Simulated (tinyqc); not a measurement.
Memristor with linear dopant drift, Joglekar window: one step of the calculation.

A film of thickness D has a doped share x: R = Ron x + Roff (1 - x), i = v/R, dx/dt = k i F with k = mv Ron/D^2 and F = 1 - (2 x - 1)^(2 p). The drive is v = V0 sin(2 pi f t). The model has no threshold and no heating.

Task. One Runge-Kutta step. Step h = 1/(12 f), from t = j h. With g(t, x) = dx/dt: k1 = g(t, x), k2 = g(t + h/2, x + h k1/2), k3 = g(t + h/2, x + h k2/2), k4 = g(t + h, x + h k3), x(new) = x + h (k1 + 2 k2 + 2 k3 + k4)/6.

Parameters, values chosen for the exercise:
```
symbol,value,unit,meaning
Ron,50,ohm,resistance of the fully doped film
Roff,16000,ohm,resistance of the undoped film
D,10,nm,film thickness
mv,1.1e-14,m^2/(V s),dopant mobility
V0,0.6,V,amplitude
p,1,,window exponent
f,0.3,Hz,frequency
```

x at step 1 = 0.23327365
j = 1

Give: k1..k4; x at step 2.

Result.

k1..k4 (1/s): 0.0961  0.1437  0.1476  0.1957
x at step 2 = 0.2738

Numbers from tinyqc (`OMP_NUM_THREADS=1 python tinyqc.py 2880135 2880136 out.jsonl`; about 0.3 s on one thread of a shared Intel Xeon 2.30GHz).
